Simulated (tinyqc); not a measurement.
On-chip power grid, static voltage drop by conjugate gradients: one step of the calculation.

A grid of 4 rows and 4 columns, node k = 4 row + column. Neighbours in a row are joined by Rx, in a column by Ry; pad nodes, which reach the supply through Rp: 0, 12. Each node draws I0, node 12 draws kh I0. The drops u = Vdd - V solve G u = i, with G the conductance matrix (1/Rp added on the diagonal at pad nodes).

Question. Conjugate-gradient step. q = G p; a = (r.r)/(p.q); u(new) = u + a p; r(new) = r - a q; b = (r.r)(new)/(r.r); p(new) = r(new) + b p.

Parameters, values chosen for the exercise:
- Rx = 0.24 ohm (resistance of a horizontal segment)
- Ry = 0.47 ohm (resistance of a vertical segment)
- Rp = 0.083 ohm (resistance from a pad node to the supply)

u after iteration 1 (mV):
```
,col 0,col 1,col 2,col 3
row 0,0.2533085,0.2533085,0.2533085,0.2533085
row 1,0.2533085,0.2533085,0.2533085,0.2533085
row 2,0.2533085,0.2533085,0.2533085,0.2533085
row 3,2.0264677,0.2533085,0.2533085,0.2533085
```

r after iteration 1 (mA):
```
,col 0,col 1,col 2,col 3
row 0,0.448091,3.500000,3.500000,3.500000
row 1,3.500000,3.500000,3.500000,3.500000
row 2,7.272679,3.500000,3.500000,3.500000
row 3,-7.576117,10.888164,3.500000,3.500000
```

p after iteration 1 (mA):
```
,col 0,col 1,col 2,col 3
row 0,1.808099,4.860008,4.860008,4.860008
row 1,4.860008,4.860008,4.860008,4.860008
row 2,8.632688,4.860008,4.860008,4.860008
row 3,3.303950,12.248172,4.860008,4.860008
```

Wanted: q; a; u after iteration 2; r after iteration 2; b; p after iteration 2.

Answer.

q (mA S):
```
,col 0,col 1,col 2,col 3
row 0,2.575,12.716,0.000,0.000
row 1,-1.534,0.000,0.000,0.000
row 2,35.084,-31.439,0.000,0.000
row 3,-8.799,83.771,-30.784,0.000
```

a = 0.35595 ohm

u after iteration 2 (mV):
```
,col 0,col 1,col 2,col 3
row 0,0.8969,1.9832,1.9832,1.9832
row 1,1.9832,1.9832,1.9832,1.9832
row 2,3.3261,1.9832,1.9832,1.9832
row 3,3.2025,4.6131,1.9832,1.9832
```

r after iteration 2 (mA):
```
,col 0,col 1,col 2,col 3
row 0,-0.468,-1.026,3.500,3.500
row 1,4.046,3.500,3.500,3.500
row 2,-5.216,14.691,3.500,3.500
row 3,-4.444,-18.930,14.458,3.500
```

b = 2.5151

p after iteration 2 (mA):
```
,col 0,col 1,col 2,col 3
row 0,4.079,11.197,15.724,15.724
row 1,16.269,15.724,15.724,15.724
row 2,16.497,26.914,15.724,15.724
row 3,3.866,11.875,26.681,15.724
```

Numbers from tinyqc (`OMP_NUM_THREADS=1 python tinyqc.py 2770180 2770181 out.jsonl`; about 0.3 s on one thread of a shared Intel Xeon 2.30GHz).
